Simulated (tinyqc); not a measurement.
Thinning the film: dielectric confinement in a thin film (image charges).

A film |z| < t/2 of dielectric constant eps between half-spaces of dielectric constant e2; lam = (eps - e2)/(eps + e2), q = e^2/(4 pi eps0). The self-energy of a band edge is taken with the high-frequency value, e2 = eh, and the field of a fixed ion with the static one, e2 = eo. A charge at z has images lam^|n| at n t + (-1)^n z. Its self-energy is S(z) = (q/2 eps) sum over n >= 1 of lam^n [1/(n t - 2z) + 1/(n t + 2z)] for odd n and 2 lam^n/(n t) for even n; at the centre S(0) = -(q/(eps t)) ln(1 - lam).

Donor at the centre, lam from the static eo, trial function cos(pi z/t) exp(-rho/l): E(l) = c/(m l^2) - (q/eps) times the integral over k of F(k t) (1 + (k l/2)^2)^(-3/2), with F(x) = F0 + 2 lam exp(-x) G/(1 - lam exp(-x)), F0 = 2[(1 - exp(-x/2))/x + x (1 + exp(-x/2))/(x^2 + 4 pi^2)], G = 2 sinh(x/2)[1/x - x/(x^2 + 4 pi^2)]; c = hbar^2/2m0. The binding energy is -E at the minimum, counted from the subband edge with its self-energy.

Constants: e^2/(4 pi eps0) = 14.39964547 eV angstrom; hbar^2/2m0 = 3.80998211 eV angstrom^2; Ry = 13.60569312 eV.

Parameters, chosen for this exercise (near those of a Si (100) film, two-fold valleys, between layers of HfO2; shifted at random, so the results belong to these values and not to a real crystal):

| symbol | value | unit | meaning |
|---|---|---|---|
| eps | 11.6 |  | dielectric constant of the film |
| eh | 4 |  | high-frequency dielectric constant outside |
| eo | 22 |  | static dielectric constant outside |
| m | 0.196 | m0 | mass in the plane |
| mz | 0.95 | m0 | mass across the film |
| ts | (12, 18, 26, 38, 55, 80, 120) | angstrom | thicknesses |

<S> is the mean over (2/t) cos^2(pi z/t); confinement c (pi/t)^2/mz; donor binding with and without images.

Results:

| t (angstrom) | <S> (meV) | confinement (meV) | binding, no images (meV) | binding (meV) | l (angstrom) |
|---|---|---|---|---|---|
| 12 | 80.2 | 274.9 | 59.3 | 29.2 | 24.8 |
| 18 | 53.5 | 122.2 | 53.9 | 29.9 | 25.3 |
| 26 | 37.0 | 58.6 | 48.6 | 29.6 | 26.4 |
| 38 | 25.3 | 27.4 | 42.8 | 28.5 | 28.3 |
| 55 | 17.5 | 13.1 | 37.2 | 26.5 | 30.9 |
| 80 | 12.0 | 6.2 | 31.7 | 24.0 | 34.4 |
| 120 | 8.0 | 2.7 | 26.1 | 20.7 | 39.3 |

Between 120 and 12 angstrom the binding goes from 20.7 to 29.2 meV; quantum confinement alone would take it from 26.1 to 59.3, so the images supply -5.4 and -30.1 meV. |<S>| goes as 1/t and exceeds the confinement energy beyond 41 angstrom. For t well above a* = 31 angstrom the separable trial function underbinds, which affects the last rows.

(tinyqc, `OMP_NUM_THREADS=1 python tinyqc.py 1250283 1250284 out.jsonl`, Intel(R) Xeon(R) Processor @ 2.30GHz, 1 thread, shared host, about 0.06 s.)
